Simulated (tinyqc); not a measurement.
Single-oscillator infrared dielectric function of a polar cubic crystal: one step, computed by the program tinyqc.

One ion pair, charges +Z* and -Z*, in a cell of volume Omega = a^3/4. Frequencies omega are given as wavenumbers (1/cm); eps_s is the static dielectric constant.

Problem. LO frequency and static constant from the Born charge. mu = M_A M_B/(M_A + M_B); ionic plasma term W^2 = 4 pi Z*^2 (e^2/(4 pi eps_0))/(Omega mu) in eV/(angstrom^2 u), turned into 1/cm by W = 15.6333042 x 33.35640952 x sqrt(W^2); omega_LO^2 = omega_TO^2 + W^2/eps_inf; eps_s = eps_inf + W^2/omega_TO^2; Szigeti charge 3 Z*/(eps_inf + 2); longitudinal (Callen) charge Z*/eps_inf.

Inputs (values chosen for the exercise, modelled on cubic silicon carbide): lattice constant a = 4.36 angstrom; mass M_A = 28.086 u; mass M_B = 12.011 u; omega_TO = 787 1/cm; Born charge Z* = 2.63 e; eps_inf = 6.54.

Structure: zinc blende. Free carriers: present.

Constants: nu for 1 eV/(angstrom^2 u) = 15.6333042 THz; 1 THz = 33.35640952 1/cm; e^2/(4 pi eps_0) = 14.39964548 eV angstrom.

Give: reduced mass mu; W; omega_LO; eps_s; Szigeti charge; Callen charge.

Solution.

reduced mass mu = 8.4131 u

W = 1397.3 1/cm

omega_LO = 958.07 1/cm

eps_s = 9.6923

Szigeti charge = 0.92389 e

Callen charge = 0.40214 e

omega_LO/omega_TO = 1.217; the ions supply 33 % of eps_s.
